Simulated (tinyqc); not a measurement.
Inside a calculation. Model: a discretised effective-mass wire between two leads, recursive Green functions.

Program tinyqc, `OMP_NUM_THREADS=1 python tinyqc.py 2660018 2660019 out.jsonl`; Intel Xeon 2.30GHz, shared host, one thread, about 0.02 s. Printed values are rounded.

Finite differences on a grid of step a give a chain with hopping -t, t = C/(m a^2), C = hbar^2/(2 m0), and site energies 2 t + U_i for the N = 8 sites of the device; the semi-infinite leads have site energy 2 t. Each slice is one site, and V = -t couples neighbouring slices.

Parameters, values chosen for the exercise:
- m = 0.067 m0 (effective mass)
- a = 0.81 nm (grid step)
- U = [0, 0.122, 0.204, 0.245, 0.245, 0.204, 0.122, 0] eV (potential on the sites 1 to N)
- E = 0.161 eV (energy above the band bottom of the leads)

Constants: q = 1.602176634e-19 C, hbar = 1.054571817e-34 J s, h = 6.62607015e-34 J s, m0 = 9.1093837015e-31 kg, hbar^2/(2 m0) = 0.0380998212 eV nm^2. Results are converted to the units shown.

## Self-energy of the leads

Sigma = t^2 g(E - 2 t), g(x) = (x - i sqrt(4 t^2 - x^2))/(2 t^2) for |x| < 2 t and (x - sign(x) sqrt(x^2 - 4 t^2))/(2 t^2) otherwise; Gamma = i (Sigma - Sigma^dagger); both leads give the same.

t = 0.866719 eV
Sigma = -0.786219-0.364776i eV
Gamma = 0.729552 eV
open modes = 1

## Forward pass

Forward pass: g_1 = (E - H_1 - Sigma)^(-1), g_i = (E - H_i - V g_(i-1) V^dagger)^(-1), with Sigma also subtracted on the last slice; G_(i,1) = g_i V G_(i-1,1), starting from g_1. H_i is the block of slice i, its site energy.

| site | g_i (1/eV) | G_(i,1) of the forward pass (1/eV) |
|---|---|---|
| 1 | -1.04662-0.48559i | -1.04662-0.48559i |
| 2 | -0.94811-0.38080i | -0.69979-0.74446i |
| 3 | -0.87634-0.23556i | -0.37953-0.70832i |
| 4 | -0.84307-0.12870i | -0.19831-0.55991i |
| 5 | -0.83892-0.06850i | -0.11095-0.41889i |
| 6 | -0.87066-0.03908i | -0.06954-0.31986i |
| 7 | -0.96041-0.02710i | -0.05037-0.26788i |
| 8 | -0.42459-2.52510i | 0.56774-0.20882i |

## Transmission

G_(N,1) = 0.567741-0.208815i 1/eV

T(E) = Tr[Gamma G_(N,1) Gamma G_(N,1)^dagger]. Conductance (2 q^2/h) T(E).

T(E) = 0.194767
conductance = 15.0907 uS

Inverting the whole matrix gives the same value.

## Backward pass

Backward pass: G_NN = g_N, G_ii = g_i + g_i V^dagger G_(i+1,i+1) V g_i; local density of states -Im G_ii/pi on each site.

| site | G_ii (1/eV) | local density of states (1/eV) |
|---|---|---|
| 1 | -0.42459-2.52510i | 0.803764 |
| 2 | -1.15562-1.79194i | 0.570393 |
| 3 | -1.43579-1.11653i | 0.355401 |
| 4 | -1.49654-0.77880i | 0.247900 |
| 5 | -1.49654-0.77880i | 0.247900 |
| 6 | -1.43579-1.11653i | 0.355401 |
| 7 | -1.15562-1.79194i | 0.570393 |
| 8 | -0.42459-2.52510i | 0.803764 |

A site of an infinite clean chain has 1/(pi sqrt(4 t^2 - x^2)) = 0.436 1/eV at this energy (x counted from the band centre); the device goes from 0.248 (site 5) to 0.804 (site 1).

## States fed from the left, and the bond current

The full first column follows backwards from c_N = G_(N,1): c_i = G_(i,1)(forward) + g_i V^dagger c_(i+1). The density of states fed by the left lead is Gamma |c_i|^2/(2 pi), and the current on bond i is 2 t Gamma Im(c_(i+1) conj(c_i)) in units of T(E).

| site | c_i (1/eV) | density fed from the left (1/eV) |
|---|---|---|
| 1 | -0.42459-2.52510i | 0.761275 |
| 2 | -0.29411-2.11187i | 0.527904 |
| 3 | -0.15040-1.60362i | 0.301220 |
| 4 | -0.01416-1.17493i | 0.160310 |
| 5 | 0.12072-0.86010i | 0.087589 |
| 6 | 0.26729-0.62864i | 0.054182 |
| 7 | 0.42713-0.42837i | 0.042489 |
| 8 | 0.56774-0.20882i | 0.042489 |

| bond | bond current |
|---|---|
| 1 | 0.194767 |
| 2 | 0.194767 |
| 3 | 0.194767 |
| 4 | 0.194767 |
| 5 | 0.194767 |
| 6 | 0.194767 |
| 7 | 0.194767 |

The bond current is the same on every bond and equals T(E): the current is conserved.
